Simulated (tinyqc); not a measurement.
Heat flow across a film from the phonon Boltzmann equation in the relaxation-time approximation. From one set of inputs to another, one input at a time. Computed by tinyqc, a small Python program. Command: `OMP_NUM_THREADS=1 python tinyqc.py 3008871 3008872 out.jsonl slabbte ladder`. One thread of a shared host (Intel(R) Xeon(R) Processor @ 2.30GHz), about 0.05 s of CPU time with the checks.

Two black walls, hot at x = 0 and cold at x = L, emit phonons isotropically. For one free path Lambda, with tau = x/Lambda, tau_L = L/Lambda and phi = (T - T_cold)/Delta T, energy balance gives phi(tau) = (1/2) [E2(tau) + int_0^tau_L phi(s) E1(|tau - s|) ds]; E_n are the exponential integrals. The flux over the ballistic flux C v Delta T/4 is psi = 1 - 2 int_0^tau_L phi(s) E2(s) ds, and kappa_eff/kappa = (3/4) tau_L psi. kappa = C v Lambda/3 is an input, so at fixed kappa a longer free path means a smaller C v.

The inputs printed are set A. Set A is modelled on gallium arsenide; the values taken over come from a set modelled on diamond. Inputs not listed in the table keep their values of set A, so the rows need not describe a real material.

Inputs (values chosen for the exercise, modelled on gallium arsenide):
```
quantity                             value     unit
bulk conductivity kappa               43.6  W/(m K)
film thickness L                        12       nm
wall temperature difference Delta T     20        K
free path Lambda_1                      53       nm
free path Lambda_2                     500       nm
share f_2 of kappa                    0.39        -
free path Lambda_3                    4100       nm
share f_3 of kappa                    0.11        -
cells n in the small system              4        -
```

Free-path groups: three.

Method:
- Cut the film into n equal cells with constant phi, collocated at the centres c_i: the kernel integrates to A_ij = |E2(|c_i - e_j|) - E2(|c_i - e_(j+1)|)|/2 for cell edges e_j, and A_ii = 1 - E2(half a cell); solve (1 - A) phi = E2(c)/2; psi = 1 - 2 sum_j phi_j [E3(e_j) - E3(e_(j+1))].
- Use 150 and 300 cells and extrapolate psi = (4 psi(300) - psi(150))/3. The jump at the hot wall is 1 - phi there (linear extrapolation from the first two of 300 cells). Two-flux (diffusion with slip) formula: psi = 1/(1 + 3 tau_L/4).
- Each group is solved on its own with 150 and 300 cells, psi = (4 psi(300) - psi(150))/3, and weighted by its share of kappa (f_1 is what the others leave); exchange of energy between groups inside the film is left out.
- Flux J = kappa_eff Delta T/L; apparent boundary resistance per wall (L/kappa_eff - L/kappa)/2.

Each row keeps all changes above it:
```
input moved                        from     to  flux J (GW/m^2)  apparent resistance per wall (m^2 K/GW)  psi for Lambda_1
set A                                 -      -             5.66                                     1.63            0.8336
free path Lambda_1 (nm)              53    450             1.22                                     8.03            0.9749
free path Lambda_2 (nm)             500   3900             0.79                                    12.50            0.9749
share f_2 of kappa                 0.39   0.44             0.73                                    13.59            0.9749
bulk conductivity kappa (W/(m K))  43.6   1930            32.25                                     0.31            0.9749
film thickness L (nm)                12     57            29.94                                     0.32            0.8966
free path Lambda_3 (nm)            4100  19000            29.34                                     0.33            0.8966
share f_3 of kappa                 0.11  0.052            32.60                                     0.29            0.8966
```

Where does the difference come from?

Flux J goes from 5.66 to 32.6, a factor 5.76 in all. The largest single move comes from bulk conductivity kappa (a factor 44.3), and free path Lambda_1 works against it (a factor 0.216). Apparent resistance per wall goes from 1.63 to 0.292, a factor 0.179 in all. The largest single move comes from bulk conductivity kappa (a factor 0.0226), and free path Lambda_1 works against it (a factor 4.93). psi for Lambda_1 goes from 0.834 to 0.897, a factor 1.08 in all. The largest single move comes from free path Lambda_1 (a factor 1.17), and film thickness L works against it (a factor 0.920). The single moves hold for this order of the switches; the total does not depend on the order.

Extremes, crossings and ranges named in words are read from the listed rows.
